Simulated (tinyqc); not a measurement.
Heavy doping: gap narrowing, degeneracy and the minority density, step by step. Values are carried at full precision from step to step, so a last printed digit may differ when a step is redone from the rounded ones.

Empirical narrowing (Slotboom form, constants chosen for the exercise; published fits of this form give the apparent narrowing, here it is taken as the true one): dEg = E0 [ln(N/N0) + sqrt(ln(N/N0)^2 + C)].

Constants: kB = 8.617333262e-05 eV/K; e^2/(4 pi eps0) = 14.39964547 eV angstrom.

Inputs chosen for the exercise (gap and densities of states near those of Si at this temperature; narrowing constants near the fits for Si; shifted at random, so the results belong to these values and not to a real crystal): N = 1.4e+18 1/cm^3 (ionised acceptors, equal to the majority density); E0 = 6.79 meV (narrowing scale); N0 = 1.2e+17 1/cm^3 (onset density); C = 0.5 (smoothing constant); Nv = 8.86e+18 1/cm^3 (valence-band density of states); Eg = 1.128 eV (gap); Nc = 2.09e+19 1/cm^3 (conduction-band density of states); T = 250 K; eps = 11.8 (dielectric constant); Mv = 1 (majority valleys).

## Gap narrowing

Evaluate at N.

ln(N/N0) = 2.4567
dEg (empirical fit) = 34.04 meV

Well above N0 each decade of doping adds 2 E0 ln 10 = 31.3 meV.

## Degeneracy of the majority band

F_j(eta) = (1/Gamma(j + 1)) integral_0^infinity x^j dx/(1 + exp(x - eta)), which tends to exp(eta) for eta << 0.

Majority: N = Nv F_1/2(eta), eta the distance of EF beyond the majority band edge in kT. Degeneracy factor gam = F_1/2(eta)/exp(eta). ni0^2 = Nc Nv exp(-Eg/kT); product n p = ni0^2 gam exp(dEg/kT), dEg the true narrowing; apparent narrowing dEa = dEg + kT ln gam; minority density = n p/N.

Solve for eta and form gam.

N/Nv = 0.1580
eta = -1.7893
gam = 0.9458

## Product and minority density

Combine both effects.

ni0 = 5.81e+07 1/cm^3
exp(dEg/kT) = 4.86
dEa = 32.8 meV
sqrt(n p) = 1.24e+08 1/cm^3
minority density = 0.0111 1/cm^3

Narrowing multiplies the product by 4.86 and degeneracy by 0.946; together they change the minority density by a factor 4.59 against ni0^2/N.

## Two estimates of the size

Two physical estimates, e2 = e^2/(4 pi eps0), N in 1/angstrom^3: exchange shift at the Fermi level, Ex = (e2/eps) kF/pi with kF = (3 pi^2 N/Mv)^(1/3); screened-pair energy (Lanyon-Tuft), Es = (3/4)(e2/eps) qs with qs^2 = (4 pi e2 N/(eps kT)) F_-1/2(eta)/F_1/2(eta).

Evaluate both at N.

kF = 0.03461 1/angstrom
Ex = 13.44 meV
Es = 28.12 meV

Against the fitted dEg = 34.0 meV, Ex is 0.39 and Es 0.83 times as large; each keeps one mechanism only, and Ex assumes a strongly degenerate gas, while here eta is only -1.79.

## Checks

- Minority density against the Boltzmann occupation of the other band at the narrowed gap (1/cm^3): both 0.01107.

(tinyqc, `OMP_NUM_THREADS=1 python tinyqc.py 1680912 1680913 out.jsonl`, Intel(R) Xeon(R) Processor @ 2.30GHz, 1 thread, shared host, about 0.01 s.)
